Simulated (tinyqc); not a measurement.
Worked calculation: Monte Carlo simulation of one carrier in a uniform electric field. Computed by tinyqc, a small Python program that keeps every step. Command: `OMP_NUM_THREADS=1 python tinyqc.py 3028662 3028663 out.jsonl mcfl walk`. One thread of a shared host (Intel(R) Xeon(R) Processor @ 2.30GHz), about 3 s of CPU time with the checks. Intermediate numbers are printed to about 5 digits and carried at full precision; extremes and crossings named in words are read from the listed rows.

The force e F acts along +z. Flights end at the constant total rate Gamma; the part of Gamma that the real rates do not fill is self-scattering, which leaves k unchanged. One valley, no impurities and no intervalley scattering.

Inputs (values chosen for the exercise, modelled on GaSb):
```
quantity                                              value    unit
effective mass m                                     0.0423     m_0
static permittivity eps_s                              15.7       -
high-frequency permittivity eps_inf                    14.4       -
density rho                                            5610  kg/m^3
sound velocity v_l                                     4270     m/s
acoustic deformation potential D_A                      7.9      eV
optical phonon energy hbar w                           29.3     meV
lattice temperature T                                   150       K
electric field F                                       0.04   kV/cm
energy E_max up to which Gamma must cover the rates     0.4      eV
seed of the random numbers                            29336       -
```

Crystal: polar. Band: parabolic.

starting wave vector (1/nm): -0.25  0.26  -0.23

Constants: k_B = 1.380649e-23 J/K; e = 1.602176634e-19 C; hbar = 1.054571817e-34 J s; m_0 = 9.1093837015e-31 kg; hbar = 6.582119569e-16 eV s; eps_0 = 8.8541878128e-12 F/m; k_B = 8.617333262e-05 eV/K.

## Total rate Gamma

Parabolic band: E = hbar^2 k^2/(2 m), speed v = hbar k/m, states per spin, volume and energy g(E) = m k/(2 pi^2 hbar^2). Masses are multiplied by m_0 and all formulas are in SI units. Phonon occupation N_q = 1/(exp(hbar w/(k_B T)) - 1). Acoustic deformation potential (elastic, equipartition, absorption and emission together): 1/tau = 2 pi k_B T D_A^2 g(E)/(hbar rho v_l^2). Polar optical, unscreened: W = e^2 w (1/eps_inf - 1/eps_s) m (1 + 2 alpha E') ln|(k + k')/(k - k')| / (4 pi eps_0 hbar^2 k), times N_q for absorption (E' = E + hbar w) and N_q + 1 for emission (E' = E - hbar w > 0), with alpha = 0 for a parabolic band; mean cosine of the angle <cos> = (k^2 + k'^2)/(2 k k') - 1/ln|(k + k')/(k - k')|. Gamma is 1.05 times the largest total rate on the grid E = (j + 1/2) E_max/400, j = 0..399.

largest total rate = 1.9851 1e12/s

energy of the largest rate = 99.5 meV

Gamma = 2.0844 1e12/s

## Flight 1

Random numbers (0.02 to 0.98, from up to 60 sets tried for early real events), one row a flight:
```
       r1      r2      r3      r4
1  0.1590  0.9648  0.6748  0.2109
2  0.6009  0.4474  0.6702  0.8319
3  0.4902  0.6045  0.1966  0.8300
4  0.1719  0.8368  0.5625  0.9536
5  0.3306  0.8847  0.6355  0.5007
6  0.1055  0.1337  0.9125  0.3254
7  0.3537  0.1411  0.9163  0.6121
```

Flight: t = -ln(r1)/Gamma; k_z grows by e F t/hbar; E follows from the band; dz = (E_end - E_start)/(e F). Use row 1 of the random numbers.

flight time t = 882.21 fs

k at the end of the flight (1/nm): -0.25000  0.26000  -0.22464

energy at the end = 162.63 meV

displacement dz = -548.85 nm

## Scattering event 1

Choice: with cumulative rates in the order acoustic, absorption, emission, the process is the first whose sum exceeds r2 Gamma; if none, self-scattering. Final state: E' = E, E + hbar w or E - hbar w gives k'. Isotropic processes: cos(theta) = 1 - 2 r3 from the z axis, phi = 2 pi r4, k' (sin theta cos phi, sin theta sin phi, cos theta). Polar processes: cos(b) = [1 + xi - (1 + 2 xi)^r3]/xi, xi = 2 k k'/(k - k')^2, b from the old direction n; new direction cos b n + sin b (cos phi e1 + sin phi e2), e1 = (z x n)/|z x n|, e2 = n x e1.

cumulative rates (1e12/s): acoustic 0.1441, absorption 0.3215, emission 1.9348

r2 Gamma = 2.0110 1e12/s

Process chosen: self-scattering

k after event 1, the start of the next flight (1/nm): -0.25000  0.26000  -0.22464

## Flight 2

Use row 2 of the random numbers.

flight time t = 244.35 fs

k at the end of the flight (1/nm): -0.25000  0.26000  -0.22315

energy at the end = 162.03 meV

displacement dz = -149.73 nm

## Scattering event 2

The formulas are those given above.

cumulative rates (1e12/s): acoustic 0.1439, absorption 0.3213, emission 1.9355

r2 Gamma = 0.93255 1e12/s

Process chosen: emission

k after event 2, the start of the next flight (1/nm): -0.17449  -0.00551  -0.34189

## All printed flights

Drift estimate: sum dz / sum t.

Flights:
```
flight  t (fs)  E at the end (meV)  dz (nm)          process  k_x (1/nm)  k_y (1/nm)  k_z (1/nm)
1        882.2              162.63  -548.85  self-scattering    -0.25000     0.26000    -0.22464
2        244.4              162.03  -149.73         emission    -0.17449    -0.00551    -0.34189
3        342.0              131.46  -319.08         emission    -0.10427    -0.03190    -0.31864
4        844.8               99.24  -730.76         emission     0.02672    -0.16758    -0.22101
5        531.0               68.66  -318.85         emission    -0.16025    -0.09744    -0.09234
6       1079.0               38.31  -263.00       absorption    -0.05158     0.10220     0.24891
7        498.6               68.97   341.73       absorption     0.14959     0.23158    -0.18194
```

drift estimate from these flights = -4.4969e+05 m/s

1 of the 7 flights end in self-scattering. So few flights say little about the drift velocity: the estimate is noise at this length.

## Low-field mobility from the linear Boltzmann equation

On the grid E_j = (j + 1/2) hbar w/12 up to 20 k_B T + 2 hbar w, solve (sum of rates) l(E) = v(E) + W_abs <cos> l(E + hbar w) + W_em <cos> l(E - hbar w); mu_0 = e sum g v l exp(-E/k_B T)/(3 k_B T sum g exp(-E/k_B T)).

low-field mobility mu_0 = 1.2354e+05 cm^2/(V s)

## Long runs: velocity against field

Each row: 250 carriers from a thermal start, 1600 flights each, the first half discarded, random numbers not printed; the error is the standard error over ten groups; the mean energy is taken at the ends of flights, which sample time evenly. Fields at which more than 0.02 % of the events exceed Gamma are left out.

Monte Carlo results:
```
F (kV/cm)  drift velocity (1e5 m/s)  error (1e5 m/s)  mu_0 F (1e5 m/s)  mean energy (meV)  real events (%)
0.01                          0.112            0.024            0.1235               19.6             25.5
0.02                          0.244            0.022            0.2471               19.4             25.5
0.04                          0.444            0.020            0.4941               20.1             25.7
0.08                          0.831            0.017            0.9883               20.7             26.6
0.16                          1.360            0.013            1.9766               22.5             29.0
```

At the lowest field the drift velocity is 0.91 +/- 0.19 of the ohmic value mu_0 F, at the highest 0.69 +/- 0.01. The mean energy goes from 20 to 22 meV against the parabolic-band thermal value 3 k_B T/2 = 19 meV: the curve bends below the ohmic line although the mean energy changes little, since phonon emission removes both energy and momentum. Only 26 to 29 % of the events are real; the rest is the price of a constant Gamma.

Checks made by the program: energy gained in the printed flights against e F dz (relative difference 6e-09).
